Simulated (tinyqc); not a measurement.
Random telegraph noise from one oxide trap in a small MOSFET: two steps of the calculation.

An acceptor-like trap exchanges electrons with the channel. Inversion charge Q = Cox u, u = n Vt W0(exp((Vg - VT)/(n Vt))), W0 the Lambert function, n = nf, Cox = eps0 eox/tox; linear regime Id = (W/L) mu Q Vd. Relative to threshold the surface potential rises by Vt ln(u/u0) and the oxide voltage by the rest of Vg - VT, with u0 = n Vt W0(1).

Inputs (values chosen for the exercise); values of the order met in silicon transistors: temperature T = 300 K; relative permittivity of the gate insulator (close to silicon dioxide) eox = 3.9; insulator thickness tox = 1.3 nm; depth of the trap from the channel interface xt = 0.56 nm; body factor nf = 1.37; gate width W = 30 nm; gate length L = 23 nm; mobility mu = 200 cm^2/(V s); scattering coefficient of the charged trap asc = 8.7e-16 V s; drain voltage Vd = 0.02 V.

Constants: q = 1.602176634e-19 C, kB = 1.380649e-23 J/K, Vt = kB T/q, eps0 = 8.8541878128e-14 F/cm where lengths are in cm. Results are converted to the units shown.

Problem 1. Step height. A = W L; threshold step dV = q (1 - xt/tox)/(Cox A); gm/Id = 1/(u + n Vt); relative step dI/I = (gm/Id) dV + asc mu/A. Id as defined.

u = 8.7970515e-4 V
N = 1.4584674e10 cm^-2

Find: electrons in the channel N A; dV; gm/Id; number part of dI/I; dI/I; Id; dI.

Solution 1.

electrons in the channel N A = 0.1006
dV = 4.976 mV
gm/Id = 27.55 1/V
number part of dI/I = 13.71 %
dI/I = 16.23 %
Id = 0.01219 uA
dI = 1.979 nA

Problem 2. Lorentzian spectrum. Spectrum S(f) = 4 dI^2/{(tc + te)[(1/tc + 1/te)^2 + (2 pi f)^2]}; corner fc = (1/tc + 1/te)/(2 pi); variance dI^2 tc te/(tc + te)^2. Give S at f = 0, at fc and at 10 fc.

tc = 6.6834241 s
te = 0.60655585 s
dI = 1.9788008 nA

Wanted: fc; S(0); S(fc); S(10 fc); rms current.

Solution 2.

fc = 0.28620 Hz
S(0) = 6.6439e-19 A^2/Hz
S(fc) = 3.3220e-19 A^2/Hz
S(10 fc) = 6.5781e-21 A^2/Hz
rms current = 0.54653 nA

The rms value is 0.276 of the step; it reaches its largest share, 1/2, when tc = te.

Range of the model: VT is taken as given; short-channel effects and the uneven flow of current among few electrons are left out.

tinyqc, about 0.01 s, one thread, Intel Xeon 2.30GHz (shared host): `OMP_NUM_THREADS=1 python tinyqc.py 2710092 2710093 out.jsonl`
